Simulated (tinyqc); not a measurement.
# Inversion-layer mobility, back-scattering and ballistic limit of a field-effect transistor, step by step

A worked calculation. Computed by tinyqc, a small Python program that keeps every step. Command: `OMP_NUM_THREADS=1 python tinyqc.py 3031516 3031517 out.jsonl mos walk`. One thread of a shared host (Intel(R) Xeon(R) Processor @ 2.30GHz), about 0.01 s of CPU time with the checks. Intermediate numbers are printed to about 6 digits and carried at full precision; extremes and crossings named in words are read from the listed rows.

The charge at the top of the source barrier is fixed by the gate; series resistance and short-channel effects are left out. F_j are Fermi integrals normalised to exp(eta) in the classical limit.

Inputs (values chosen for the exercise, modelled on a silicon n-channel):
```
quantity                                       value        unit
transport mass m                                0.19         m_0
valley degeneracy g_v                              2           -
weight w of the inversion charge                 0.5           -
permittivity eps                                11.7           -
phonon mobility at 1 MV/cm and 300 K, mu_ph      330  cm^2/(V s)
roughness mobility at 1 MV/cm, mu_sr            1300  cm^2/(V s)
Coulomb mobility at N_inv = 1e12/cm^2, mu_C     1000  cm^2/(V s)
electrical oxide thickness t_inv                 2.2          nm
depletion charge N_dep                       1.8e+12      1/cm^2
gate overdrive V_G - V_T                        0.15           V
drain voltage V_D                               0.61           V
channel length L                                 350          nm
exponent a of the critical length               0.79           -
temperature T                                    300           K
```

Statistics at the top of the barrier: non-degenerate.

Constants: eps_0 = 8.8541878128e-12 F/m; e = 1.602176634e-19 C; m_0 = 9.1093837015e-31 kg; k_B = 1.380649e-23 J/K; hbar = 1.054571817e-34 J s; k_B = 8.617333262e-05 eV/K.

## Charge and field

N_inv = 3.9 eps_0 (V_G - V_T)/(e t_inv); effective field E_eff = e (N_dep + w N_inv)/(eps eps_0).

inversion density N_inv = 1.46951e+12 1/cm^2

effective field E_eff = 0.392023 MV/cm

## Effective mobility

mu_phonon = mu_ph (E_eff/1 MV/cm)^(-0.3) (T/300 K)^(-1.75); mu_rough = mu_sr (E_eff/1 MV/cm)^(-2); mu_Coulomb = mu_C (N_inv/1e12 cm^-2) (T/300 K); Matthiessen's rule adds 1/mu.

phonon part = 437.039 cm^2/(V s)

roughness part = 8459.03 cm^2/(V s)

Coulomb part = 1469.51 cm^2/(V s)

effective mobility mu = 323.956 cm^2/(V s)

The phonon part is the lowest and holds 74 % of 1/mu.

## Ballistic limit

Non-degenerate: every F_j(eta) is replaced by exp(eta). Ballistic channel: N_2D = g_v m k_B T/(pi hbar^2), U = e V_D/(k_B T); eta_F solves N_inv = (N_2D/2)[F_0(eta_F) + F_0(eta_F - U)]; v_T = sqrt(2 k_B T/(pi m)); I/W = e (N_2D/2) v_T [F_1/2(eta_F) - F_1/2(eta_F - U)]; injection velocity v_T F_1/2(eta_F)/F_0(eta_F).

N_2D = 4.10369e+12 1/cm^2

eta_F = -0.333814

thermal velocity v_T = 1.23430 1e7 cm/s

injection velocity = 1.23430 1e7 cm/s

ballistic current I/W = 290.605 microampere/micrometre

Caution: eta_F is above -1, so the non-degenerate formulas understate the injection velocity and the current.

## Back-scattering

Mean free path lambda = (2 k_B T/e)(mu/v_T) F_0(eta_0)/F_-1/2(eta_0), with eta_0 from N_inv = N_2D F_0(eta_0); critical length l = L (1 + U)^(-a), an empirical rule; back-scattering r = l/(l + lambda). Then eta solves N_inv = (N_2D/2)[(1 + r) F_0(eta) + (1 - r) F_0(eta - U)] and I/W = e (N_2D/2) v_T (1 - r)[F_1/2(eta) - F_1/2(eta - U)]. Ballistic ratio: I over the ballistic current. Apparent mobility 1/(1/mu + 1/mu_B), mu_B = mu L/lambda.

eta_0 = -1.02696

mean free path lambda = 13.5703 nm

critical length l = 27.8796 nm

back-scattering coefficient r = 0.672610

current I/W = 56.8818 microampere/micrometre

ballistic ratio = 0.195736

apparent low-field mobility = 311.864 cm^2/(V s)

L/lambda = 25.79, but at this drain voltage only the first 27.9 nm can return a carrier to the source, so the device works at 20 % of its ballistic limit. Caution: the current exceeds the long-channel drift law, so the empirical rule for l, meant for short channels, is too generous here.

## Channel length

The last column is the long-channel law e N_inv mu V/L with V = V_D - V_D^2/(2 V_ov) below pinch-off and V_ov/2 above, V_ov = V_G - V_T.

Currents (microampere/micrometre):
```
L (nm)         r      I/W  ballistic ratio  long-channel law
5       0.028513  274.492         0.944556           1144.09
10      0.055444  260.073         0.894936            572.04
20      0.105064  235.347         0.809851            286.02
40      0.190149  197.745         0.680461            143.01
80      0.319539  149.859         0.515681             71.51
160     0.484319  100.962         0.347419             35.75
400     0.701310   51.020         0.175564             14.30
1000    0.854437   22.811         0.078494              5.72
```

The current scales as L^-0.88 at the long end and as L^-0.08 at the short end, where it reaches 94 % of the ballistic 291. The long-channel law passes the ballistic limit between 10.0 and 20.0 nm and has no meaning below. At 1000 nm the model gives 3.99 times the long-channel law; the rule for l is a fit for short devices and fails wherever the model exceeds that law. Raising mu by 10 % at 20 nm raises I by 1.8 %.

## The mobility curve

The formulas are those given above.

Mobilities (cm^2/(V s)):
```
V_G - V_T (V)  N_inv (1/cm^2)  E_eff (MV/cm)   phonon  roughness  Coulomb    total
0.03              2.93901e+11        0.30111  473.037    14337.8    293.9  179.011
0.06              5.87803e+11        0.32384  462.822    12395.9    587.8  253.641
0.12              1.17561e+12        0.36930  444.940     9532.2   1175.6  312.205
0.20              1.95934e+12        0.42990  425.112     7034.0   1959.3  332.794
0.35              3.42885e+12        0.54354  396.228     4400.3   3428.8  328.655
0.50              4.89836e+12        0.65717  374.291     3010.1   4898.4  311.713
0.75              7.34753e+12        0.84657  346.909     1813.9   7347.5  280.113
1.00              9.79671e+12        1.03596  326.521     1211.3   9796.7  250.613
1.50              1.46951e+13        1.41475  297.379      649.5  14695.1  201.191
```

The lowest part is Coulomb at 0.0300, phonon from 0.0600 to 1.50 V. The total peaks at 333 near E_eff = 0.43 MV/cm: screening lifts it at low density and the field presses it down at high density.

Checks made by the program: long channel and small V_D against the drift formula e N mu V_D/L (relative difference 1e-04).
